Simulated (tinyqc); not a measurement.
# Worked calculation: MOS inversion layer, Poisson-Schroedinger loop

Program tinyqc, `OMP_NUM_THREADS=1 python tinyqc.py 2160128 2160129 out.jsonl`; Intel Xeon 2.30GHz, shared host, one thread, about 1 s. Printed values are rounded.

Electrons confined at an insulator interface at z = 0, treated as a hard wall; parabolic valleys, Hartree approximation, no image or exchange terms. The depletion charge lies far deeper than the electrons and gives a uniform field q Nd/(eps0 eps_r); the gate balances all charge. Energies are counted from the band edge at the interface.

Inputs (values chosen for the exercise); masses and permittivity close to those of germanium (111):

| symbol | value | unit | meaning |
|---|---|---|---|
| T | 300 | K | temperature |
| eps_r | 15.8 |  | relative permittivity |
| mz1 | 1.58 | m0 | mass along z of valley set A (1 valley(s)) |
| md1 | 0.081 | m0 | in-plane density-of-states mass of set A |
| mz2 | 0.0936 | m0 | mass along z of valley set B (3 valley(s)) |
| md2 | 0.346 | m0 | in-plane density-of-states mass of set B |
| Ns | 2.2e12 | cm^-2 | sheet density of electrons |
| Nd | 2.2e11 | cm^-2 | sheet density of depletion charge |
| dE | 0 | eV | extra shift of set B (strain) |
| hz | 1.8 | nm | mesh step |
| a | 0.3 |  | mixing factor |

Constants: q = 1.602176634e-19 C, kB = 1.380649e-23 J/K, hbar = 1.054571817e-34 J s, m0 = 9.1093837015e-31 kg, Vt = kB T/q, eps0 = 8.8541878128e-14 F/cm where lengths are in cm, hbar^2/(2 m0) = 0.0380998212 eV nm^2. Results are converted to the units shown.

## Fixed part of the potential

z, node 1 to 16 (nm): 1.8  3.6  5.4  7.2  9  10.8  12.6  14.4  16.2  18  19.8  21.6  23.4  25.2  27  28.8

V0 = q Nd z/(eps0 eps_r) in eV.

fixed potential V0, node 1 to 16 (eV): 0.0045352  0.0090705  0.0136057  0.0181409  0.0226762  0.0272114  0.0317466  0.0362819  0.0408171  0.0453523  0.0498876  0.0544228  0.0589581  0.0634933  0.0680285  0.0725638

## Round 1: levels and probability densities

self-consistent potential U at the start, node 1 to 16 (eV): 0  0  0  0  0  0  0  0  0  0  0  0  0  0  0  0

Tridiagonal Hamiltonian with psi = 0 one step beyond both ends: H_ii = C (1/m_(i-1/2) + 1/m_(i+1/2))/hz^2 + V0_i + U_i (+ dE for the set B), H_(i,i+1) = -C/(m_(i+1/2) hz^2), C = hbar^2/(2 m0). The lowest 2 level(s) of each valley set are kept, normalised to hz sum |psi|^2 = 1. The mass is the same on all intervals.

levels (eV): A1 0.0121654, A2 0.0206909, B1 0.0319495, B2 0.0559035

```
node	|psi|^2 of A1 (1/nm)	|psi|^2 of A2 (1/nm)	|psi|^2 of B1 (1/nm)	|psi|^2 of B2 (1/nm)
1	0.241595	0.163365	0.019206	0.0193176
2	0.229567	0.004762	0.060974	0.0489058
3	0.071555	0.188749	0.096289	0.0487821
4	0.011585	0.149233	0.107828	0.0213820
5	0.001168	0.042355	0.096316	0.0007635
6	0.000081	0.006431	0.072585	0.0096569
7	0.000004	0.000617	0.047665	0.0406943
8	0.000000	0.000041	0.027848	0.0709680
9	0.000000	0.000002	0.014686	0.0837879
10	0.000000	0.000000	0.007064	0.0771534
11	0.000000	0.000000	0.003123	0.0589229
12	0.000000	0.000000	0.001274	0.0384522
13	0.000000	0.000000	0.000479	0.0216481
14	0.000000	0.000000	0.000163	0.0103532
15	0.000000	0.000000	0.000047	0.0039082
16	0.000000	0.000000	0.000009	0.0008593
```

## Round 1: Fermi level and occupations

Level k holds N_k = D_k Vt ln(1 + exp((EF - E_k)/Vt)) with D = md1 m0 q/(pi hbar^2) for the set A, D = 3 md2 m0 q/(pi hbar^2) for the set B per eV (spin included); EF is fixed by sum N_k = Ns.

EF = -0.0221107 eV
N_k (cm^-2): A1 2.06023e11, A2 1.52876e11, B1 1.30580e12, B2 5.35300e11

## Round 1: density, output potential and mixing

n_i = sum_k N_k |psi_k|^2 (converted to cm^-3). Hartree part by Gauss: on the interval before node i the electrons still beyond are S_i = Ns - hz sum_(j<i) n_j, and U_i = U_(i-1) + q S_i hz/(eps0 eps_r) in eV, U_0 = 0 at the interface. Mixing: U(new) = U + a (U(out) - U).

```
node	n (1e18 cm^-3)	U(out) (eV)	U after round 1 (eV)
1	1.10168	0.045352	0.0136057
2	1.53823	0.086617	0.0259850
3	1.95444	0.122173	0.0366520
4	1.77449	0.150478	0.0451433
5	1.32894	0.172197	0.0516592
6	1.00951	0.188986	0.0566958
7	0.84120	0.202029	0.0606086
8	0.74360	0.211950	0.0635850
9	0.64029	0.219112	0.0657336
10	0.50525	0.223898	0.0671694
11	0.35619	0.226809	0.0680428
12	0.22247	0.228399	0.0685197
13	0.12213	0.229163	0.0687490
14	0.05755	0.229474	0.0688423
15	0.02154	0.229572	0.0688715
16	0.00471	0.229589	0.0688768
```

## Course of the self-consistent loop

Start from U = 0. Stop when the largest |U(out) - U| is below 1e-7 eV, or after 60 rounds. From round 2 on: Anderson mixing of depth m keeps the last m inputs V and residuals F = V(out) - V(in), fits c by least squares to F = dF c over their successive differences dF, dV, and sets V(new) = V + a F - (dV + a dF) c. Here m = 3.

Course of the iteration:
```
round	level A1 (eV)	EF (eV)	largest |U(out) - U| (eV)
1	0.0121654	-0.0221107	0.230
2	0.0300007	0.0181723	0.0796
3	0.0461480	0.0453787	0.0254
4	0.0593791	0.0632541	5.34e-3
5	0.0621340	0.0651535	1.02e-3
6	0.0625480	0.0654113	6.04e-4
7	0.0630829	0.0657330	6.69e-5
8	0.0631047	0.0657534	4.81e-5
9	0.0631589	0.0658015	1.90e-5
10	0.0631543	0.0658015	1.41e-5
11	0.0631367	0.0657895	3.74e-6
12	0.0631390	0.0657913	1.48e-6
13	0.0631405	0.0657925	1.49e-7
14	0.0631404	0.0657924	8.59e-8
```

Converged in 14 rounds.

## Converged levels, occupations and centroid

converged U, node 1 to 16 (eV): 0.045352  0.074109  0.091502  0.102478  0.109642  0.114497  0.117782  0.119899  0.121164  0.121859  0.122207  0.122367  0.122432  0.122455  0.122462  0.122463

Solve for the levels with V0 + U, find EF, n_i = sum_k N_k |psi_k|^2 (in cm^-3); share of each level N_k/Ns; centroid sum n z/sum n.

levels (eV): A1 0.063140, A2 0.097176, B1 0.124744, B2 0.166126
EF = 0.0657924 eV
shares (%): A1 29.6517, A2 10.3402, B1 49.6042, B2 10.4039
n, node 1 to 16 (in units of 1e18 cm^-3): 4.47258  3.06209  1.72962  1.02743  0.62192  0.42332  0.31484  0.22944  0.15381  0.09320  0.05103  0.02531  0.01134  0.00451  0.00148  0.00030
centroid = 4.86046 nm

An 800-node mesh to 48 nm with 8 levels a set gives A1 = 0.05834 eV, EF = 0.05956 eV and a centroid of 5.378 nm; the levels kept above hold 85.7 % of the electrons there. The coarse centroid is 9.6 % below the fine one.

## Closed-form estimates

Triangular well: E_k = a_k (C F^2/mz)^(1/3), a_1 = 2.338107, a_2 = 4.087949, C = hbar^2/(2 m0), F in eV/nm. Fang-Howard (all electrons in the lowest level of set A): b^3 = 6 (mz1/C) q (Nd + 11 Ns/32)/(eps0 eps_r), centroid 3/b, level C b^2/(4 mz1) + (3/b) q (Nd + 11 Ns/16)/(eps0 eps_r). Use F = q (Nd + Ns)/(eps0 eps_r), the surface field, and F = q (Nd + Ns/2)/(eps0 eps_r).

A1 with the surface field = 0.0618633 eV
A1 with Nd + Ns/2 = 0.0412989 eV
A2 with Nd + Ns/2 = 0.0722071 eV
b = 1.40643 1/nm
Fang-Howard centroid = 2.13307 nm
Fang-Howard level = 0.0542480 eV

Against the self-consistent A1 = 0.05834 eV on a fine mesh, the surface-field estimate is 6.0 % above it, the half-charge one 29 % below it and Fang-Howard 7.0 % below it. A1 holds 28.5 % of the electrons, and the Fang-Howard centroid is 60 % below the full one.
